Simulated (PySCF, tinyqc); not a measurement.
G0W0 on RHF in the sto-6g basis, for H6, spin multiplicity 1, step by step. The lowest restricted solution is unstable here: a spin-polarised one lies 0.0001 hartree lower (PySCF). One step of it, computed by the program tinyqc.

Question. Screening: direct RPA. With D = e_a - e_i and K = (ia|jb): diagonalise D^(1/2) (D + 4K) D^(1/2) = Z w^2 Z^T; X + Y = D^(1/2) Z w^(-1/2), each column of Z with its largest component positive (the first on a tie); E_c = (sum w - tr (D + 2K)) / 2.

orbital energies (hartree): MO1 -0.588564, MO2 -0.495909, MO3 -0.362900, MO4 0.226162, MO5 0.482347, MO6 0.756654

Two-electron integrals over orbitals (pq|rs), unique and non-zero (hartree):
```
p,q,r,s,(pq|rs)
1,1,1,1,0.388912
2,1,2,1,0.125846
2,2,1,1,0.307937
2,2,2,2,0.359554
3,1,1,1,0.076554
3,1,2,2,-0.048174
3,1,3,1,0.118166
3,2,2,1,-0.112823
3,2,3,2,0.132090
3,3,1,1,0.352572
3,3,2,2,0.319484
3,3,3,1,0.035358
3,3,3,3,0.352952
4,1,2,1,-0.040657
4,1,3,2,-0.009656
4,1,4,1,0.083183
4,2,1,1,-0.060941
4,2,2,2,0.000757
4,2,3,1,-0.052883
4,2,3,3,-0.009805
4,2,4,2,0.076505
4,3,2,1,-0.066926
4,3,3,2,0.064439
4,3,4,1,0.015138
4,3,4,3,0.086961
4,4,1,1,0.354144
4,4,2,2,0.320242
4,4,3,1,0.034164
4,4,3,3,0.345902
4,4,4,2,-0.017787
4,4,4,4,0.358269
5,1,1,1,0.008455
5,1,2,2,0.029757
5,1,3,1,-0.025348
5,1,3,3,-0.012962
5,1,4,2,-0.037733
5,1,4,4,-0.005629
5,1,5,1,0.051325
5,2,2,1,0.028511
5,2,3,2,0.004541
5,2,4,1,-0.055937
5,2,4,3,0.041046
5,2,5,2,0.091829
5,3,1,1,-0.066148
5,3,2,2,-0.003150
5,3,3,1,-0.055649
5,3,3,3,-0.020215
5,3,4,2,0.073237
5,3,4,4,-0.016773
5,3,5,1,-0.033415
5,3,5,3,0.077747
5,4,2,1,-0.113709
5,4,3,2,0.127086
5,4,4,1,-0.002529
5,4,4,3,0.065970
5,4,5,2,0.002943
5,4,5,4,0.135108
5,5,1,1,0.320494
5,5,2,2,0.364248
5,5,3,1,-0.040470
5,5,3,3,0.330039
5,5,4,2,-0.002864
5,5,4,4,0.336881
5,5,5,1,0.029494
5,5,5,3,-0.005259
5,5,5,5,0.385047
6,1,2,1,0.001350
6,1,3,2,0.017953
6,1,4,1,-0.029839
6,1,4,3,-0.051830
6,1,5,2,-0.035180
6,1,5,4,0.015614
6,1,6,1,0.070024
6,2,1,1,-0.011963
6,2,2,2,-0.032760
6,2,3,1,0.023697
6,2,3,3,0.005229
6,2,4,2,0.034980
6,2,4,4,0.007207
6,2,5,1,-0.048284
6,2,5,3,0.036900
6,2,5,5,-0.032117
6,2,6,2,0.050377
6,3,2,1,0.042914
6,3,3,2,0.003141
6,3,4,1,-0.079992
6,3,4,3,-0.016571
6,3,5,2,0.056513
6,3,5,4,0.004042
6,3,6,1,0.028966
6,3,6,3,0.084556
6,4,1,1,-0.078880
6,4,2,2,0.042378
6,4,3,1,-0.114806
6,4,3,3,-0.036906
6,4,4,2,0.055246
6,4,4,4,-0.037947
6,4,5,1,0.022803
6,4,5,3,0.057243
6,4,5,5,0.043646
6,4,6,2,-0.022957
6,4,6,4,0.123368
6,5,2,1,-0.129257
6,5,3,2,0.117628
6,5,4,1,0.041627
6,5,4,3,0.071159
6,5,5,2,-0.029385
6,5,5,4,0.122596
6,5,6,1,-0.002057
6,5,6,3,-0.046618
6,5,6,5,0.143935
6,6,1,1,0.411300
6,6,2,2,0.327023
6,6,3,1,0.080945
6,6,3,3,0.375469
6,6,4,2,-0.066098
6,6,4,4,0.382215
6,6,5,1,0.009807
6,6,5,3,-0.072801
6,6,5,5,0.348035
6,6,6,2,-0.013884
6,6,6,4,-0.088423
6,6,6,6,0.455192
```

Give: D^(1/2) (D + 4K) D^(1/2); excitation energies w; X + Y; RPA correlation energy.

Answer.

D^(1/2) (D + 4K) D^(1/2) (hartree^2), lower triangle:
```
,1>4,1>5,1>6,2>4,2>5,2>6,3>4,3>5,3>6
1>4,0.9349
1>5,0.0000,1.3667
1>6,-0.1250,0.0000,2.1864
2>4,0.0000,-0.1327,0.0000,0.7424
2>5,-0.1998,0.0000,-0.1614,0.0000,1.3163
2>6,0.0000,-0.2237,0.0000,0.1331,0.0000,1.8213
3>4,0.0419,0.0000,-0.1846,0.0000,0.1246,0.0000,0.5519
3>5,0.0000,-0.1272,0.0000,0.2289,0.0000,0.1519,0.0000,0.9773
3>6,-0.3056,0.0000,0.1422,0.0000,0.2366,0.0000,-0.0538,0.0000,1.6321
```

excitation energies w (hartree): 0.7119  0.7739  0.8894  1.0085  1.0798  1.1416  1.3705  1.4101  1.5098

X + Y:
```
,1,2,3,4,5,6,7,8,9
1>4,-0.1363,0.0000,0.8813,0.0000,-0.0844,0.0000,-0.2532,0.0000,-0.1002
1>5,0.0000,0.0724,0.0000,0.3943,0.0000,0.8058,0.0000,-0.3460,0.0000
1>6,0.1058,0.0000,0.1245,0.0000,0.2386,0.0000,-0.2007,0.0000,0.8940
2>4,0.0000,0.8370,0.0000,0.3651,0.0000,-0.1420,0.0000,0.1260,0.0000
2>5,-0.2078,0.0000,0.2402,0.0000,0.7687,0.0000,0.4281,0.0000,-0.0676
2>6,0.0000,-0.0275,0.0000,-0.1311,0.0000,0.4949,0.0000,0.8230,0.0000
3>4,0.8842,0.0000,0.1170,0.0000,0.1026,0.0000,0.0224,0.0000,-0.0739
3>5,0.0000,-0.5171,0.0000,0.7401,0.0000,-0.1977,0.0000,0.1711,0.0000
3>6,0.0495,0.0000,0.2942,0.0000,-0.5323,0.0000,0.6961,0.0000,0.2166
```

RPA correlation energy = -0.093545 hartree
